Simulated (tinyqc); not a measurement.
Shallow donor in an anisotropic valley (effective-mass theory): sweeps and comparisons. A value that a table varies takes the place of the one given here.

One valley: H = -c [(d2/dx2 + d2/dy2)/mt + (d2/dz2)/ml] - q/(eps r), c = hbar^2/2m0, q = e^2/(4 pi eps0). Trial function exp(-sqrt((x^2 + y^2)/a^2 + z^2/b^2)) with a > b: T = (c/3)(2/(mt a^2) + 1/(ml b^2)), V = -(q/eps) atan(u/b)/u, u = sqrt(a^2 - b^2). The central cell of the impurity is left out.

Constants: hbar^2/2m0 = 3.80998211 eV angstrom^2; e^2/(4 pi eps0) = 14.39964547 eV angstrom; Ry = 13.60569312 eV; a0 (Bohr radius) = 0.5291772105 angstrom.

Inputs chosen for the exercise (near those of GaP; the results hold for these values, not for the real material): mt = 0.254 m0 (transverse mass); eps = 10.8 (dielectric constant); xs = (1.5, 1.9, 2.9, 4.9, 11, 16, 49, 190) (ratios ml/mt); ml = 2.05 m0 (longitudinal mass).

## Mass anisotropy

mt and eps fixed, ml varied. Energies in units of Ry*(mt) = Ry mt/eps^2 and lengths in a*(mt) = a0 eps/mt; the last two columns use one mass, 3/(1/ml + 2/mt) or (ml mt^2)^(1/3).

Results:

| ml/mt | a/a* | b/a | binding | conductivity mass | density-of-states mass |
|---|---|---|---|---|---|
| 1.50 | 0.920 | 0.866 | 1.139 | 1.125 | 1.145 |
| 1.90 | 0.878 | 0.796 | 1.223 | 1.188 | 1.239 |
| 2.90 | 0.813 | 0.686 | 1.377 | 1.279 | 1.426 |
| 4.90 | 0.746 | 0.571 | 1.572 | 1.361 | 1.698 |
| 11.0 | 0.665 | 0.431 | 1.874 | 1.435 | 2.224 |
| 16.0 | 0.635 | 0.379 | 2.010 | 1.455 | 2.520 |
| 49.0 | 0.567 | 0.258 | 2.391 | 1.485 | 3.659 |
| 190 | 0.514 | 0.163 | 2.776 | 1.496 | 5.749 |

The binding grows from 1.14 to 2.78 Ry*(mt); for ml going to infinity the exact problem becomes two-dimensional, with 4 Ry*. The conductivity mass saturates at 1.5 and underbinds, by 13 % at ml/mt = 4.9; the density-of-states mass errs by +8 % there and by +107 % in the last row. With these mt and eps one unit is 29.63 meV.

## What each parameter does

The minimum of the trial energy. Each row changes one parameter from the base and keeps the others.

Results:

| case | E (meV) | a (angstrom) | b (angstrom) | b/a |
|---|---|---|---|---|
| base | -52.12 | 15.60 | 7.49 | 0.480 |
| ml = 2.562 m0 | -54.57 | 15.14 | 6.73 | 0.444 |
| mt = 0.279 m0 | -56.11 | 14.39 | 7.14 | 0.496 |
| eps = 9.7 | -64.61 | 14.01 | 6.73 | 0.480 |

The largest shifts from the base row, up to three for each result and ties (the steps differ in size, so this ranks the rows, not the parameters). E (meV): eps -12.49, mt -3.99, ml -2.45. a (angstrom): eps -1.59, mt -1.21, ml -0.46. b (angstrom): eps -0.76, ml -0.76, mt -0.35. b/a: ml -0.036, mt +0.016; unchanged at the printed digits by eps. eps only rescales the solution (E as 1/eps^2, lengths as eps), so b/a depends on ml/mt alone.

Program tinyqc; command `OMP_NUM_THREADS=1 python tinyqc.py 1281648 1281649 out.jsonl`; about 0.01 s on one thread of a shared Intel(R) Xeon(R) Processor @ 2.30GHz.
